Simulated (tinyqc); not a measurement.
Worked calculation: averaged masses of warped heavy- and light-hole bands. Values are carried at full precision from step to step, so a last printed digit may differ when a step is redone from the rounded ones.

Constants: Ry = 13.60569312 eV; a0 (Bohr radius) = 0.5291772105 angstrom; kB = 8.617333262e-05 eV/K; hbar^2/2m0 = 3.80998211 eV angstrom^2.

Values chosen for the exercise (near those of InSb; the results hold for these values, not for the real material):
- g1 = 35 (Luttinger gamma1)
- g2 = 15.38 (gamma2)
- g3 = 16.29 (gamma3)
- eps = 15.81 (dielectric constant)
- mso = 0.106 m0 (split-off mass)
- Dso = 0.799 eV (spin-orbit splitting)
- T = 400 K (temperature)

## Other forms of the parameters

Dresselhaus-Kip-Kittel form E = c [A k^2 -/+ sqrt(B^2 k^4 + C^2 (kx^2 ky^2 + ky^2 kz^2 + kz^2 kx^2))] with A = g1, B = 2 g2, C^2 = 12 (g3^2 - g2^2). Spherical form: mu = (6 g3 + 4 g2)/(5 g1), delta = (g3 - g2)/g1, masses 1/(g1 (1 -/+ mu)). Effective rydberg R* = Ry/(g1 eps^2) and radius a* = a0 g1 eps.

A, B, |C|: 35.000  30.760  18.597

mu, delta: 0.9101  0.0260

spherical masses, heavy and light (m0): 0.3177  0.0150

R* = 1.56 meV
a* = 292.8 angstrom

delta/mu = 0.03 measures the warping against the spherical splitting.

## Masses along six directions

Four-band hole energies E = c k^2 f(u), c = hbar^2/2m0, f = g1 -/+ 2 sqrt(g2^2 + 3 (g3^2 - g2^2) s), s = ux^2 uy^2 + uy^2 uz^2 + uz^2 ux^2 for the unit vector u; minus for heavy, plus for light holes; the mass along u is 1/f.

Give s and both masses.

Masses (m0):
```
direction        s   heavy   light
[100]      0.00000  0.2358  0.0152
[110]      0.25000  0.3490  0.0149
[111]      0.33333  0.4132  0.0148
[210]      0.16000  0.2982  0.0150
[211]      0.25000  0.3490  0.0149
[411]      0.10185  0.2723  0.0151
```

The heavy mass grows by a factor of 1.75 from [100] to [111] while the light one shrinks by 3 %; 1/m_heavy + 1/m_light = 2 g1 in every direction.

## Density-of-states masses from three directions

m_d^(3/2) is the angular mean of m(u)^(3/2). The rule mean = (10 F[100] + 16 F[110] + 9 F[111])/35 is exact for cubic harmonics up to sixth order. Total m_d = (m_h^(3/2) + m_l^(3/2))^(2/3).

m^(3/2):
```
direction    heavy    light
[100]      0.11454  0.00188
[110]      0.20618  0.00182
[111]      0.26563  0.00180
```

m_d heavy, light (m0): 0.3366  0.0150

total = 0.3387 m0
share of light holes = 0.9 %

## Averages on a grid

Grid: n x n midpoints in cos(theta) from 0 to 1 and phi from 0 to pi/2, equal weights. m_d = <f^(-3/2)>^(2/3). Conductivity mass for one scattering time: 1/m_c = <|w|^2 f^(-5/2)>/<f^(-3/2)> with w = grad_k(k^2 f)/(2 k), that is |w|^2 = f^2 + |angular gradient of f|^2/4.

Use n = 40.

m_d heavy, light (m0): 0.3273  0.0150

m_c heavy, light (m0): 0.2968  0.0150

The three-direction rule differs from the grid by +2.85 % for heavy holes. Warping makes m_c of the heavy holes 9 % smaller than m_d; on a sphere the two are equal.

## Effective density of states

Nv = 2 (kT/(4 pi c))^(3/2) [m_h^(3/2) + m_l^(3/2) + mso^(3/2) exp(-Dso/kT)], c = hbar^2/2m0, parabolic bands, m_h and m_l the density-of-states masses from the grid; 1 angstrom^-3 = 1e24 cm^-3.

prefactor = 3.8635e+19 cm^-3

the three terms: 0.18721  0.00183  0.00000

Nv = 7.304e+18 cm^-3

shares (%): 99.0  1.0  0.0

kT/Dso = 0.04, small enough for the four-band form.

## Checks

- m_d and m_c of heavy holes for g2 = g3 against 1/(g1 - 2 g3): they agree to 1e-10 or better.
- m_d of heavy holes on grids of 40 and 160: 0.3273 against 0.3272.

Program tinyqc; command `OMP_NUM_THREADS=1 python tinyqc.py 1080932 1080933 out.jsonl`; about 0.01 s on one thread of a shared Intel(R) Xeon(R) Processor @ 2.30GHz.
